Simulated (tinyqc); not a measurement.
Memristor with linear dopant drift, Biolek window: one step of the calculation.

A film of thickness D has a doped share x: R = Ron x + Roff (1 - x), i = v/R, dx/dt = k i F with k = mv Ron/D^2 and F = 1 - x^(2 p) for i >= 0 and 1 - (x - 1)^(2 p) for i < 0. The drive is v = V0 sin(2 pi f t). The model has no threshold and no heating.

Task. Rate constant, charge and flux scales. k = mv Ron/D^2; R0 = R(x0); without a window the film fills (x = 1) after the charge (1 - x0)/k and the flux (R0^2 - Ron^2)/(2 k (Roff - Ron)); half a period supplies the flux V0/(pi f).

Inputs (values chosen for the exercise):
```
symbol,value,unit,meaning
Ron,100,ohm,resistance of the fully doped film
Roff,40000,ohm,resistance of the undoped film
D,15,nm,film thickness
mv,9.5e-15,m^2/(V s),dopant mobility
x0,0.2,,doped share at t = 0
V0,1.1,V,amplitude
f,0.34,Hz,frequency
```

Give: k; R0; charge to fill; flux to fill; flux of half a period.

Result.

k = 4222.2 1/C
R0 = 32020 ohm
charge to fill = 189.47 uC
flux to fill = 3.0429 V s
flux of half a period = 1.0298 V s

Half a period supplies 33.8 % of the flux to fill.

Program tinyqc, `OMP_NUM_THREADS=1 python tinyqc.py 2880149 2880150 out.jsonl`; Intel Xeon 2.30GHz, shared host, one thread, about 0.3 s.
